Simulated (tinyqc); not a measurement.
CMOS latch-up, two-transistor model: one step of the calculation.

A parasitic pnp (emitter at Vdd, base shunted by Rw) and npn (emitter at ground, base shunted by Rs) feed each other: the npn collector current flows out of the pnp base node, the pnp collector current into the npn base node. Forward-active transistors with constant gains: Icn = Isn exp(Vn/Vt), Icp = Isp (exp(Vp/Vt) - 1). A current Ii is injected into the npn base node.

Question. Holding current and voltage. On state with both base-emitter voltages at Von: npn base current Ib = (Von/Rs + bp Von/Rw)/(bn bp - 1), holding current Ih = (bn + 1) Ib + Von/Rs, holding voltage Vh = Vsat + Von + R2 (Ib + Von/Rs).

Parameters, values chosen for the exercise; values close to those of bulk CMOS: current gain of the npn bn = 20.4; current gain of the pnp bp = 0.6; substrate resistance shunting the npn Rs = 230 ohm; well resistance shunting the pnp Rw = 3700 ohm; resistance from the pnp collector to the npn base R2 = 510 ohm; base-emitter voltage in the on state Von = 0.75 V; saturation voltage Vsat = 0.07 V; supply voltage Vdd = 1.2 V.

Give: bn bp; Ib; Ih; Vh.

Answer.

bn bp = 12.24
Ib = 0.3009 mA
Ih = 9.701 mA
Vh = 2.637 V

Vh is above Vdd = 1.2 V, so the supply cannot sustain a latched state.

tinyqc, about 0.04 s, one thread, Intel Xeon 2.30GHz (shared host): `OMP_NUM_THREADS=1 python tinyqc.py 2670043 2670044 out.jsonl`
